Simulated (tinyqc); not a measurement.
Keating valence-force model of a tetrahedral crystal: one step, computed by the program tinyqc. Command: `OMP_NUM_THREADS=1 python tinyqc.py 3015166 3015167 out.jsonl keating walk`. One thread of a shared host (Intel(R) Xeon(R) Processor @ 2.30GHz), about 0.02 s of CPU time with the checks.

Atom A sits at 0 and atom B at a/4 (1,1,1) of an fcc lattice; the four bonds from A are t = a/4 (1,1,1), a/4 (1,-1,-1), a/4 (-1,1,-1), a/4 (-1,-1,1), of length d = sqrt(3) a/4. Energy: E = (3 alpha/(8 d^2)) sum over bonds (r.r - d^2)^2 + (3 beta/(8 d^2)) sum over pairs of bonds at one atom (r_i.r_j + d^2/3)^2, with beta_A for the six pairs at A and beta_B for the six at B. The cell holds two atoms, Omega = a^3/4. 1 N/m = 1 J/m^2.

Task: Frequencies at q. Diagonalise the Hermitian matrix D. An eigenvalue lambda of D in eV/(angstrom^2 u) gives nu = 15.6333042 THz x sqrt(lambda). The weight on A is the sum of |e|^2 over the three components of atom A.

Structure: zinc blende.

D(q) (eV/(angstrom^2 u)), lower triangle (Hermitian):
```
                      A x                   A y                   A z                   B x
A x             0.6016235
A y             0.0042574             0.5596946
A z  0.0000000-0.0268805i  0.0000000-0.0027019i             0.5763255
B x            -0.0532677             0.1718680  0.0000000+0.0272212i             0.3081811
B y             0.1718680            -0.0532677  0.0000000+0.2708207i             0.0017452
B z  0.0000000+0.0272212i  0.0000000+0.2708207i            -0.0532677  0.0000000+0.0110186i

                      B y        B z
B y             0.2909941
B z  0.0000000+0.0011075i  0.2978113
```

Constants: nu for 1 eV/(angstrom^2 u) = 15.6333042 THz.

Give: frequencies; weights on atom A.

Result:

frequencies (THz): 4.41  4.73  8.38  11.88  13.85  14.10

weights on atom A: 0.3067  0.2976  0.0284  0.9683  0.6779  0.7212
